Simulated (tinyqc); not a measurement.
Length offset and series resistance from crossing lines.

Problem. R_total = Rs + k (L - dL)/Vo with constant Rs, dL and k. Find k, dL and Rs.

R_total at (L, Vo) = (40, 0.36), (120, 0.36), (40, 0.83) and (120, 0.83), L in nm and Vo in V (ohm um): 413.61111  924.72222  286.98795  508.67470

Solution. At each overdrive R is a straight line in L with slope k/Vo; the two lines cross at L = dL, R = Rs.

k = 2.300 ohm um V/nm
dL = 5.000 nm
Rs = 190.0 ohm um

Computed by the program tinyqc: `OMP_NUM_THREADS=1 python tinyqc.py 2282197 2282198 out.jsonl`, one thread of a shared Intel Xeon 2.30GHz, about 0.03 s for the whole run.
